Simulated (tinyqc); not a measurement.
# Punch-through p+-n junction, ionisation integral and breakdown, step by step

Numbers from tinyqc (`OMP_NUM_THREADS=1 python tinyqc.py 2120135 2120136 out.jsonl`; about 0.1 s on one thread of a shared Intel Xeon 2.30GHz). Printed values are rounded.

A p+ layer at x < 0 and an n drift layer from x = 0 to L on an n+ substrate. Depletion approximation, built-in voltage neglected. Local ionisation coefficients alpha_n = an exp(-(bn/E)^mx), alpha_p = ap exp(-(bp/E)^mx). Electrons move towards +x, holes towards x = 0.

Values chosen for this exercise; material values close to those of gallium nitride:
```
symbol   value   unit                                           meaning
eps_r     9.43                                    relative permittivity
an      2.97e8   1/cm  prefactor of the electron ionisation coefficient
bn      3.25e7   V/cm                      field constant for electrons
ap       1.4e8   1/cm      prefactor of the hole ionisation coefficient
bp      1.89e7   V/cm                          field constant for holes
mx           1                                                 exponent
N       2.6e16  cm^-3                  donor density of the drift layer
L          2.8     um                      thickness of the drift layer
V          338      V                                   reverse voltage
fr           1         share of the depleted width that the grid covers
```

Constants: q = 1.602176634e-19 C, eps0 = 8.8541878128e-14 F/cm where lengths are in cm. Results are converted to the units shown.

## Field and ionisation coefficients on a grid

W = sqrt(2 eps0 eps_r V/(q N)), peak field E0 = q N W/(eps0 eps_r), falling linearly to 0 at W; if W > L the layer is punched through: W = L, E0 = V/L + q N L/(2 eps0 eps_r), falling linearly to E1 = V/L - q N L/(2 eps0 eps_r). Grid: 13 equal steps from 0 to fr W.

W = 2.8 um

```
point   x (um)  E (kV/cm)  alpha_n (1/cm)  alpha_p (1/cm)
0      0.00000    1905.62         11.6396         6898.88
1      0.21538    1798.16         4.20057         3813.92
2      0.43077    1690.70         1.33172         1955.44
3      0.64615    1583.25        0.361239         915.661
4      0.86154    1475.79       0.0810329         383.918
5      1.07692    1368.33       0.0143738         140.427
6      1.29231    1260.87      0.00189872         43.2728
7      1.50769    1153.41      1.72006e-4         10.7083
8      1.72308    1045.96      9.51343e-6         1.98886
9      1.93846    938.498      2.71163e-7        0.251226
10     2.15385    831.041      3.07993e-9       0.0185846
11     2.36923    723.583     9.25230e-12      6.34372e-4
12     2.58462    616.125     3.66553e-15      6.66630e-6
13     2.80000    508.667     5.30402e-20      1.02214e-8
```

## Ionisation integrals by the trapezoid rule

G(x) = integral from 0 to x of (alpha_n - alpha_p); I_n = integral of alpha_n exp(-G) (electrons injected at x = 0), I_p = integral of alpha_p exp(G(end) - G) (holes injected at the far edge); M = 1/(1 - I). All integrals by the trapezoid rule on the grid.

```
point          G  alpha_n exp(-G) (1/cm)
0       0.000000                 11.6396
1      -0.115198                  4.7134
2      -0.177270                  1.5900
3      -0.208171                  0.4448
4      -0.222162                  0.1012
5      -0.227808                  0.0181
6      -0.229786                  0.0024
7      -0.230367                  0.0002
8      -0.230504                  0.0000
9      -0.230528                  0.0000
10     -0.230531                  0.0000
11     -0.230531                  0.0000
12     -0.230531                  0.0000
13     -0.230531                  0.0000
```

I_n = 2.73322e-4
I_p = 0.203842
M_n = 1.00027
M_p = 1.25603

A grid of 1500 steps over the whole width gives I_n = 2.559e-4 and I_p = 0.2006; the coarse I_n is 6.8 % above and the coarse I_p 1.6 % above those values. Holes multiply more: on this coarse grid M - 1 is 936 times as large for them.

## Breakdown voltage by secant steps

G(x) = integral from 0 to x of (alpha_n - alpha_p); I_n = integral of alpha_n exp(-G) (electrons injected at x = 0), I_p = integral of alpha_p exp(G(end) - G) (holes injected at the far edge); M = 1/(1 - I). Secant steps on ln I_n(V) = 0 with the integrals on a fine grid (1500 steps), from the points V = 390 and 512 V; stop when the step is below 1e-7 of V.

Course of the iteration:
```
step    V (V)       I_n  change of V (V)
1         512  0.257214             32.8
2     544.804   2.36560            -12.7
3     532.075  0.923776             1.07
4     533.148  0.995835           0.0596
5     533.208   1.00002         -3.08e-4
6     533.207   1.00000          8.38e-8
```

Breakdown at 533.21 V, with a peak field of 2603 kV/cm and W = 2.800 um. The integral for holes reaches 1 at the same voltage.
